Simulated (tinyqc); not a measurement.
Thin-body transistor below threshold, two-dimensional Poisson equation on a small mesh: two steps of the calculation.

A thin body on a thick buried insulator of low permittivity, taken as carrying no normal field at the bottom of the body (row 0). Mobile charge is neglected (subthreshold), the body is fully depleted, and potentials are counted from the intrinsic level; rows run upward to the gate, columns from source to drain.

Inputs (values chosen for the exercise):
```
symbol  value  unit                  meaning
T         300     K              temperature
Vbi      0.46     V  potential of the source
```

Constants: q = 1.602176634e-19 C, kB = 1.380649e-23 J/K, Vt = kB T/q. Results are converted to the units shown.

Task 1. Over-relaxation sweep (omega = 1.4). Free nodes: rows 0..3, columns 1..4, taken row by row from row 0, left to right. t = (up psi(above) + dn psi(below) + lat [psi(left) + psi(right)] + s)/(up + dn + 2 lat), with the newest neighbours; psi(new) = psi + 1.4 (t - psi).

psi at the start (fixed values on the edges, free nodes linear between source and drain columns) (V):
```
              j=0         j=1         j=2         j=3         j=4         j=5
row 0   0.4600000   0.6000000   0.7400000   0.8800000   1.0200000   1.1600000
row 1   0.4600000   0.6000000   0.7400000   0.8800000   1.0200000   1.1600000
row 2   0.4600000   0.6000000   0.7400000   0.8800000   1.0200000   1.1600000
row 3   0.1950000   0.2650000   0.3350000   0.4050000   0.4750000   0.5450000
row 4  -0.0700000  -0.0700000  -0.0700000  -0.0700000  -0.0700000  -0.0700000
```

```
row    up    dn         lat  s (V)
0    40.5     0        2.25      0
1    40.5  40.5         4.5      0
2      54  40.5   2.3908333      0
3      54    54  0.28166667      0
```

Find: psi after iteration 1.

Result 1.

psi after iteration 1 (V):
```
          j=0     j=1     j=2     j=3     j=4     j=5
row 0   0.460   0.600   0.740   0.880   1.020   1.160
row 1   0.460   0.600   0.740   0.880   1.020   1.160
row 2   0.460   0.345   0.423   0.508   0.592   1.160
row 3   0.195   0.087   0.114   0.145   0.176   0.545
row 4  -0.070  -0.070  -0.070  -0.070  -0.070  -0.070
```

Task 2. Barrier, swing and barrier lowering. The barrier is read along row 0, the path farthest from the gate. Take the node j of lowest psi: barrier Vbi - psi_j; swing Vt ln 10/(d psi_j/dVg); DIBL = (d psi_j/dVd)/(d psi_j/dVg). The derivatives solve the same equations with s = 0 and a unit change of that voltage.

converged psi (V):
```
              j=0         j=1         j=2         j=3         j=4         j=5
row 0   0.4600000   0.0958577  -0.0001241   0.0418083   0.3024030   1.1600000
row 1   0.4600000   0.0809599  -0.0077860   0.0296604   0.2692363   1.1600000
row 2   0.4600000   0.0338072  -0.0294693  -0.0049464   0.1637153   1.1600000
row 3   0.1950000  -0.0176253  -0.0496190  -0.0372831   0.0479318   0.5450000
row 4  -0.0700000  -0.0700000  -0.0700000  -0.0700000  -0.0700000  -0.0700000
```

d psi/dVg on row 0: j=0 0.00000000, j=1 0.69417001, j=2 0.89677035, j=3 0.89677035, j=4 0.69417001, j=5 0.00000000
d psi/dVd on row 0: j=0 0.0000000, j=1 0.0053826, j=2 0.0216631, j=3 0.0815665, j=4 0.3004474, j=5 1.0000000

Find: j; barrier; swing; DIBL.

Result 2.

j = 2
barrier = 0.4601 V
swing = 66.38 mV/decade
DIBL = 24.16 mV/V

Program tinyqc, `OMP_NUM_THREADS=1 python tinyqc.py 2480081 2480082 out.jsonl`; Intel Xeon 2.30GHz, shared host, one thread, about 0.09 s.
